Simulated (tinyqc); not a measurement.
Small-signal admittance of a forward-biased p+-n diode: effect of the hole lifetime.

Holes injected into a neutral base of width wb with an ohmic contact at its end; low injection, p0 far above the equilibrium density. A small voltage v exp(i w t), w = 2 pi f, modulates the edge density by p0 v/Vt, and the small-signal density obeys Dp d2p/dx2 = (1/tau + i w) p.

L = sqrt(Dp tau); direct current J = (q Dp p0/L) coth(wb/L); k = sqrt(1 + i w tau)/L; diffusion admittance Y = (q Dp p0/Vt) k coth(k wb) = G + i w C_diff; junction capacitance C_j = sqrt(q eps0 eps_r Nd/(2 Vr)) in the depletion approximation, with the remaining barrier Vr = Vt ln(Na/p0), a rough value under forward bias; base-width modulation is left out. Measured admittance 1/[Rs + 1/(Y + i w C_j)].

Parameters, values chosen for the exercise; permittivity close to that of silicon: temperature T = 350 K; relative permittivity eps_r = 11.7; donor density of the base Nd = 9.7e16 cm^-3; hole diffusion coefficient Dp = 12 cm^2/s; width of the neutral base wb = 53 um; excess hole density at the junction edge p0 = 3.4e13 cm^-3; acceptor density of the p+ side Na = 9e19 cm^-3; series resistance Rs = 0.0084 ohm cm^2; signal frequency f = 64000 Hz.

Constants: q = 1.602176634e-19 C, kB = 1.380649e-23 J/K, Vt = kB T/q, eps0 = 8.8541878128e-14 F/cm where lengths are in cm. Results are converted to the units shown.

The same in every row: C_j (uF/cm^2) = 0.13434.

Effect of the hole lifetime:
```
tau (s)	w tau	G (S/cm^2)	C_diff (uF/cm^2)	measured G (S/cm^2)	measured C (uF/cm^2)	phase of the measured Y (degrees)
3e-9	0.0012064	11.423	0.017134	10.423	0.12611	0.27877
1e-8	0.0040212	6.2566	0.031283	5.9443	0.14950	0.57943
6e-8	0.024127	2.5545	0.076615	2.5009	0.20219	1.8620
3e-7	0.12064	1.1526	0.16522	1.1416	0.29384	5.9091
1e-6	0.40212	0.69166	0.24402	0.68785	0.37400	12.333
6e-6	2.4127	0.46795	0.30184	0.46637	0.43277	20.463
3e-5	12.064	0.42733	0.31407	0.42607	0.44521	22.792
```

Read the table: what changes, and by how much?

As tau goes from 3e-9 to 3e-5, G falls from 11.4 to 0.427 S/cm^2, C_diff rises from 0.0171 to 0.314 uF/cm^2 and the measured C rises from 0.126 to 0.445 uF/cm^2. C_diff exceeds C_j for tau = 3e-7, 1e-6, 6e-6, 3e-5.

Program tinyqc, `OMP_NUM_THREADS=1 python tinyqc.py 2890146 2890147 out.jsonl`; Intel Xeon 2.30GHz, shared host, one thread, about 0.01 s.
